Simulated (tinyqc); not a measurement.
Static screening by free carriers: one step. Fermi and screening wave vectors. Two cases, with inputs chosen for the exercise.

Problem. Also the effective Bohr radius aB = a0 eps/m and rs = (3/(4 pi n))^(1/3)/aB.

kF = (3 pi^2 n/Mv)^(1/3), EF = c kF^2/m with c = hbar^2/2m0, n in 1/angstrom^3 (1e-24 per 1/cm^3), e2 = e^2/(4 pi eps0). Thomas-Fermi: qTF^2 = 6 pi e2 n/(eps EF). Debye: qD^2 = 4 pi e2 n/(eps kB T).

Constants: hbar^2/2m0 = 3.80998211 eV angstrom^2; e^2/(4 pi eps0) = 14.39964547 eV angstrom; kB = 8.617333262e-05 eV/K; a0 (Bohr radius) = 0.5291772105 angstrom.

Give: kF; EF at 0 K; EF/kT; qTF; qD; aB; rs.

Case 1.

Values chosen (a free-electron density near that of Al; the results hold for these values, not for the real material): n = 1.81e+23 1/cm^3 (carrier density); m = 1 m0 (mass of one isotropic valley); Mv = 1 (valleys); eps = 1 (background dielectric constant); T = 300 K.

Solution.

kF = 1.7500 1/angstrom
EF at 0 K = 1.167e+04 meV
EF/kT = 451
qTF = 2.0520 1/angstrom
qD = 35.594 1/angstrom
aB = 0.5292 angstrom
rs = 2.07

The gas is degenerate, so the Thomas-Fermi value applies. With rs above 1 exchange and correlation, left out here, are not small.

Case 2.

Values chosen (near those of Ge; the results hold for these values, not for the real material): n = 8.5e+18 1/cm^3 (carrier density); m = 0.2158 m0 (mass of one isotropic valley); Mv = 4 (valleys); eps = 16.3 (background dielectric constant); T = 400 K.

Solution.

kF = 0.039773 1/angstrom
EF at 0 K = 27.93 meV
EF/kT = 0.810
qTF = 0.071189 1/angstrom
qD = 0.052321 1/angstrom
aB = 39.97 angstrom
rs = 0.760

The gas is partly degenerate; neither limit is exact, and the true screening wave vector lies below both.

Computed by tinyqc, one run a case: `OMP_NUM_THREADS=1 python tinyqc.py N N+1 out.jsonl` with N = 1652077, 1652143; one thread of a shared Intel(R) Xeon(R) Processor @ 2.30GHz, about 0.01 s a run at most.
